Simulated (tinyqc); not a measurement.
# Gate-all-around wire, scale length and short-channel effects: what changes with what

A round wire of diameter ts in an insulator shell of thickness ti under a surrounding gate. Below threshold the potential that source and drain add obeys Laplace's equation and vanishes on the gate. Its lowest mode decays along the channel as exp(-k y); k is the smallest positive root of the matching condition at the interface, and the scale length is Lambda = pi/k.

Parameters, values chosen for the exercise; permittivities: semiconductor close to that of silicon, insulator close to that of zirconium oxide:
- T = 273 K (temperature)
- eps_r = 11.6 (relative permittivity of the semiconductor)
- ei = 25.8 (relative permittivity of the insulator)
- ti = 4.7 nm (insulator thickness)
- ts = 13.3 nm (wire diameter)
- L = 25 nm (channel length)
- Vbi = 1.05 V (potential of the source)
- sT = 0.63 V (potential of the barrier top at threshold)
- Vds = 0.7 V (drain voltage)

Constants: q = 1.602176634e-19 C, kB = 1.380649e-23 J/K, Vt = kB T/q. Results are converted to the units shown.

Each table varies one quantity; the others keep the values above.

## Effect of the channel length

k is the smallest positive root of f(k) = ei J0(u)[J1(u) Y0(v) - Y1(u) J0(v)] - eps_r J1(u)[J0(u) Y0(v) - Y0(u) J0(v)], u = k ts/2, v = u + k ti. Along the channel psi(y) = s + a exp(y/l) + b exp(-y/l) with psi(0) = Vbi, psi(L) = Vbi + Vds and l = 1/k = Lambda/pi; with A = Vbi - s, B = A + Vds, x = exp(-L/l): a = (B - A x) x/(1 - x^2), b = (A - B x)/(1 - x^2). The minimum is s + 2 sqrt(a b), at y = (l/2) ln(b/a). The long-channel potential follows the gate as s = sT + (Vg - VTL)/m, and the threshold VT is the gate voltage at which the minimum equals sT. Swing = m Vt ln 10/g at threshold, g = d(minimum)/ds = 1 - (b x + a)/((1 + x) sqrt(a b)). DIBL = [VT(0.05 V) - VT(Vds)]/(Vds - 0.05 V). sT and Vbi are held fixed; m = 1.

The same in every row: Lambda (nm) = 12.30.

Effect of the channel length:
```
L (nm)  L/Lambda  VT - VTL at Vds = 0.05 V (mV)  VT - VTL at Vds (mV)  DIBL (mV/V)  swing (mV/decade)
14         1.138                         -214.5                -341.0        194.6              82.73
16         1.301                         -152.1                -240.5        136.1              74.51
19         1.545                         -94.49                -148.5        83.09              66.89
23         1.870                         -52.54                -82.04        45.39              61.28
27         2.195                         -30.16                -46.89        25.74              58.27
33         2.683                         -13.53                -20.97        11.43              56.02
39         3.171                         -6.190                -9.572        5.202              55.02
46         3.740                         -2.512                -3.880        2.105              54.51
55         4.471                        -0.7927                -1.224       0.6635              54.28
```

Read the table: what changes, and by how much?

From L = 14 to 55 nm, DIBL falls from 195 to 0.663 mV/V and the swing falls from 82.7 to 54.3 mV a decade (long-channel value 54.2). Between the last two rows the threshold shift at Vds decays with a length of 7.80 nm, against 2 Lambda/pi = 7.83 nm for a shift that goes as exp(-pi L/(2 Lambda)). DIBL first drops below 100 mV/V at L = 19 nm among the rows, L/Lambda = 1.5. For L = 14 to 16 nm L is under 1.5 Lambda, where higher modes, left out of the one-mode potential, count.

## A higher permittivity at fixed equivalent oxide thickness

Same model as above.

The equivalent oxide thickness 3.9 ti/ei is held at 0.71 nm, so ti = 0.71 ei/3.9 nm.

A higher permittivity at fixed equivalent oxide thickness:
```
ei   ti (nm)  Lambda (nm)  L/Lambda  DIBL (mV/V)  swing (mV/decade)
3.9  0.71000       11.438    2.1857       26.157             58.334
5    0.91026       11.422    2.1887       26.022             58.313
7.5   1.3654       11.407    2.1916       25.897             58.293
10    1.8205       11.422    2.1888       26.018             58.312
15    2.7308       11.540    2.1664       27.034             58.470
20    3.6410       11.794    2.1197       29.287             58.819
25    4.5513       12.213    2.0470       33.208             59.425
35    6.3718       13.616    1.8360       48.239             61.715
```

As ei goes from 3.9 to 35, Lambda goes from 11.44 through a minimum of 11.41 (at ei = 7.5 among the rows listed) to 13.62 nm, DIBL goes from 26.2 through a minimum of 25.9 (at ei = 7.5 among the rows listed) to 48.2 mV/V and the swing rises from 58.3 to 61.7 mV a decade.

tinyqc, about 0.01 s, one thread, Intel Xeon 2.30GHz (shared host): `OMP_NUM_THREADS=1 python tinyqc.py 2420130 2420131 out.jsonl`
